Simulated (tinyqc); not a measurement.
Phonon transmission through an interface between two chains by Green functions: one step, computed by the program tinyqc.

Two semi-infinite chains (masses m_1, m_2; springs k_1, k_2), motion along the chain. The central region holds the end atom of each chain and one interlayer atom of mass m_b, joined by springs k_b. lambda = omega^2 in eV/(angstrom^2 u); nu = 15.6333042 THz x sqrt(lambda).

Problem. Self-energies and the matrix at the probe frequency. In chain i, sin(q_i a/2) = nu/nu_max,i. An outgoing wave makes the next atom move as exp(i q_i a) times the end atom, so the lead adds the self-energy Sigma_i = -k_i exp(i q_i a) to the force-constant matrix; Gamma_i = -2 Im Sigma_i = 2 k_i sin(q_i a). A = lambda M - K - Sigma over the central atoms, with K_ii the sum of the springs at i, K_(i,i+1) = -k_b; G = inverse of A; transmission = Gamma_1 Gamma_2 |G_(first,last)|^2.

Inputs (values chosen for the exercise, for two model chains):
```
quantity             value           unit
mass m_1              65.6              u
spring k_1            7.59  eV/angstrom^2
mass m_2               133              u
spring k_2            13.7  eV/angstrom^2
junction spring k_b   3.13  eV/angstrom^2
interlayer mass m_b    165              u
```

Atoms in the interlayer: one.

probe frequency = 1.906641 THz

band top of chain 1 = 10.63530 THz

band top of chain 2 = 10.03495 THz

Constants: nu for 1 eV/(angstrom^2 u) = 15.6333042 THz.

Give: q_1 a; q_2 a; Gamma_1; Gamma_2; A (complex symmetric).

Solution.

q_1 a = 0.36050 rad

q_2 a = 0.38232 rad

Gamma_1 = 5.3546 eV/angstrom^2

Gamma_2 = 10.222 eV/angstrom^2

A (complex symmetric) (eV/angstrom^2):
```
                 end of 1  layer 1         end of 2
end of 1  -2.6421+2.6773i   3.1300           0.0000
layer 1            3.1300  -3.8057           3.1300
end of 2           0.0000   3.1300  -2.1409+5.1112i
```
